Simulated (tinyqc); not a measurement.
# Bulk transistor, scale length and short-channel effects: effects of single changes

A gate, an insulator of thickness ti and a depleted layer of depth ts on a conducting body. Below threshold the potential that source and drain add obeys Laplace's equation and vanishes on the gate and at the bottom of the depleted layer. Its lowest mode decays along the channel as exp(-k y); k is the smallest positive root of the matching condition at the interface, and the scale length is Lambda = pi/k.

Parameters, values chosen for the exercise; permittivities: semiconductor close to that of germanium, insulator close to that of silicon dioxide:
- T = 300 K (temperature)
- eps_r = 16 (relative permittivity of the semiconductor)
- ei = 3.89 (relative permittivity of the insulator)
- ti = 2.5 nm (insulator thickness)
- ts = 20 nm (depletion depth)
- L = 47 nm (channel length)
- Vbi = 1 V (potential of the source)
- sT = 0.46 V (potential of the barrier top at threshold)
- Vds = 0.7 V (drain voltage)

Constants: q = 1.602176634e-19 C, kB = 1.380649e-23 J/K, Vt = kB T/q. Results are converted to the units shown.

Each table varies one quantity; the others keep the values above.

## Effect of the depletion depth

k is the smallest positive root of f(k) = eps_r sin(k ti) cos(k ts) + ei cos(k ti) sin(k ts). Along the channel psi(y) = s + a exp(y/l) + b exp(-y/l) with psi(0) = Vbi, psi(L) = Vbi + Vds and l = 1/k = Lambda/pi; with A = Vbi - s, B = A + Vds, x = exp(-L/l): a = (B - A x) x/(1 - x^2), b = (A - B x)/(1 - x^2). The minimum is s + 2 sqrt(a b), at y = (l/2) ln(b/a). The long-channel potential follows the gate as s = sT + (Vg - VTL)/m, and the threshold VT is the gate voltage at which the minimum equals sT. Swing = m Vt ln 10/g at threshold, g = d(minimum)/ds = 1 - (b x + a)/((1 + x) sqrt(a b)). DIBL = [VT(0.05 V) - VT(Vds)]/(Vds - 0.05 V). sT and Vbi are held fixed; m = 1 + eps_r ti/(ei ts) in each row.

Effect of the depletion depth:
```
ts (nm)	Lambda (nm)	L/Lambda	VT - VTL at Vds (mV)	DIBL (mV/V)	swing (mV/decade)
8	13.13	3.579	-13.65	6.522	137.1
10	15.78	2.979	-31.44	15.06	123.2
12	18.31	2.567	-55.99	26.90	114.9
15	21.95	2.142	-103.0	49.75	108.4
19	26.59	1.768	-180.3	87.85	105.7
24	32.17	1.461	-295.5	145.5	107.8
30	38.65	1.216	-457.1	227.4	114.8
```

As ts goes from 8 to 30 nm, Lambda rises from 13.1 to 38.6 nm, DIBL rises from 6.52 to 227 mV/V and the swing goes from 137 through a minimum of 106 (at ts = 19 nm among the rows listed) to 115 mV a decade. On average Lambda goes as ts^(0.82). For ts = 24 to 30 nm L is under 1.5 Lambda, where higher modes, left out of the one-mode potential, count.

## Effect of the relative permittivity of the insulator

Same model as above.

Effect of the relative permittivity of the insulator:
```
ei	Lambda (nm)	L/Lambda	VT - VTL at Vds (mV)	DIBL (mV/V)	swing (mV/decade)
3.9	27.71	1.696	-201.3	98.31	105.7
5.7	25.94	1.812	-146.1	71.11	91.77
8.5	24.35	1.930	-108.5	52.64	81.99
12	23.24	2.022	-87.35	42.30	76.27
18	22.24	2.113	-71.23	34.43	71.71
27	21.53	2.183	-61.14	29.52	68.72
40	21.04	2.234	-54.93	26.50	66.81
```

As ei goes from 3.9 to 40, Lambda falls from 27.7 to 21.0 nm, DIBL falls from 98.3 to 26.5 mV/V and the swing falls from 106 to 66.8 mV a decade. On average Lambda goes as ei^(-0.12).

Program tinyqc, `OMP_NUM_THREADS=1 python tinyqc.py 2420087 2420088 out.jsonl`; Intel Xeon 2.30GHz, shared host, one thread, about 0.01 s.
